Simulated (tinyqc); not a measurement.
Comparisons within one model: thin (001) film in sp3s* tight binding with raised dangling bonds. A value that a table varies takes the place of the one given here.

Planes alternate anion (a), cation (c) along [001], a/4 apart, starting with an anion; zero in-plane momentum; levels counted from the bulk Ev, the lower root of [[Epa, Vxx], [Vxx, Epc]]; no spin-orbit coupling. Block of s, pz, s*: from an anion to the cation above, Vss/2 (s,s), Vsapc/2 (s,z), -Vscpa/2 (z,s), Vxx/2 (z,z), Vxapc/2 (s*,z), -Vpaxc/2 (z,s*); to the cation below the same with the s-z and s*-z signs reversed. Block of u = (px + py)/sqrt2 and v = (px - py)/sqrt2: to the cation above (Vxx + Vxy)/2 for u and (Vxx - Vxy)/2 for v, to the cation below the reverse. Each surface atom has two dangling sp3 hybrids; raising both by dl adds (dl/2) [[1, t], [t, 1]] to its s, pz levels (t = -1 at the bottom face, +1 at the top) and dl to the one of u, v in whose plane the missing bonds lie (v for a bottom anion or a top cation, u for a top anion).

Inputs chosen for the exercise (near a published set for GaAs, fitted to gaps, whose masses and valley positions are rough; not measured data):

| symbol | value | unit | meaning |
|---|---|---|---|
| p | (-8.312, 1.042, -2.66, 3.662, 8.576, 6.718, -6.447, 1.95, 5.063, 4.485, 5.769, 4.838, 4.79) | eV | order Esa, Epa, Esc, Epc, Exa, Exc, Vss, Vxx, Vxy, Vsapc, Vscpa, Vxapc, Vpaxc |
| Nw | 32 |  | planes in the thicker film |
| a | 5.652 | angstrom | lattice constant |
| dp | 30 | eV | value of dl for the passivated films |
| Ns | (7, 11, 20, 21, 28, 36, 51, 70) |  | numbers of planes |

## States in the gap of a film

edges (eV): Gamma 1.55035, Delta 2.02795

Levels between 0 and the lower bulk edge, the largest weight on the two outer planes of both faces among them, and the nearest levels outside, for several shifts dl.

Film of Nw planes:

| dl (eV) | levels in the gap | at (eV) | surface weight | next above (eV) | next below (eV) |
|---|---|---|---|---|---|
| 0 | 3 | 0.018, 0.763, 1.039 | 0.80 | 1.6952 | -0.0359 |
| 1 | 2 | 0.188, 1.118 | 0.55 | 1.7171 | -0.0359 |
| 2 | 2 | 0.443, 1.375 | 0.46 | 1.7524 | -0.0359 |
| 3 | 2 | 0.743, 1.513 | 0.49 | 1.7998 | -0.0359 |
| 5 | 1 | 1.258 | 0.41 | 1.6176 | -0.0359 |
| 10 | 0 | - | - | 1.5711 | -0.0359 |
| 30 | 0 | - | - | 1.6160 | -0.0359 |
| 100 | 0 | - | - | 1.6241 | -0.0359 |

Can the levels of the bare film be read as confined subbands?

No: with bare surfaces (dl = 0) 3 levels lie in the bulk gap, with up to 80 % of the weight on the four outer planes, two a face, where an even spread gives 12 %; these are dangling-bond states, not subbands. The reruns show the bulk gap clear from dl = 10 eV on, and at dl = 30 eV the next level above lies -8.1 meV from its value at 100 eV. At dl = 10 eV the next level above is more than 20 meV from its value at 100 eV, so the surface still acts on it.

## Gap against thickness

Passivated films (finite dp, so levels can still be some meV from their limit), thickness N a/4. Highest level below mid-gap (either block) and the two lowest above it. The exponents are -d ln(shift)/d ln N between the sixth and the last film, for the valence level and for the lowest conduction level.

Levels (eV):

| N | thickness (angstrom) | Ev1 | Ec1 | Ec2 | gap |
|---|---|---|---|---|---|
| 7 | 9.89 | -0.4826 | 1.9050 | 2.2654 | 2.3876 |
| 11 | 15.54 | -0.2427 | 1.7715 | 2.1227 | 2.0142 |
| 20 | 28.26 | -0.0811 | 1.6720 | 2.0226 | 1.7530 |
| 21 | 29.67 | -0.0817 | 1.6542 | 1.9910 | 1.7359 |
| 28 | 39.56 | -0.0455 | 1.6291 | 1.8638 | 1.6746 |
| 36 | 50.87 | -0.0291 | 1.6061 | 1.7723 | 1.6351 |
| 51 | 72.06 | -0.0160 | 1.5815 | 1.6774 | 1.5975 |
| 70 | 98.91 | -0.0084 | 1.5707 | 1.6311 | 1.5792 |

exponents: valence 1.86, conduction 1.51

What does this show, and why?

The gap is 2.388 eV at 9.9 angstrom and 1.579 eV at 98.9, against 1.550 eV in the bulk along this line. At 21 planes the conduction side gives 104 meV of the widening and the valence side 82 meV. A hard-walled parabolic band has exponent 2; departures come from the offset between N a/4 and the effective width, from non-parabolicity and from the termination (odd and even N end differently: in the direction of the bond rows at the two faces and, in a compound, in the kind of atom), which also makes single steps in N uneven. Ec1 is the Gamma subband.

## What each change does

A film of Nw planes with shift dp: highest level below mid-gap (half the lower bulk edge) and the two lowest above. Each row changes one parameter from the base and keeps the others.

Results:

| case | Ev1 (eV) | Ec1 (eV) | Ec2 (eV) |
|---|---|---|---|
| base | -0.0359 | 1.6160 | 1.8121 |
| Nw = 33 | -0.0361 | 1.6082 | 1.7916 |
| dp = 15 eV | -0.0359 | 1.5996 | 1.7811 |

How do the results move?

The largest shifts from the base row, up to three for each result and ties (the steps differ in size, so this ranks the rows, not the parameters). Ev1 (eV): Nw -0.0002; unchanged at the printed digits by dp. Ec1 (eV): dp -0.0164, Nw -0.0079. Ec2 (eV): dp -0.0310, Nw -0.0205. An odd change of Nw also changes which atoms end the film, so levels need not move as thickness alone would move them; the row for dp shows how far the passivation is from converged.

Run: tinyqc, `OMP_NUM_THREADS=1 python tinyqc.py 1480507 1480508 out.jsonl`; Intel(R) Xeon(R) Processor @ 2.30GHz, one thread, shared host; about 0.5 s of CPU time with all checks.
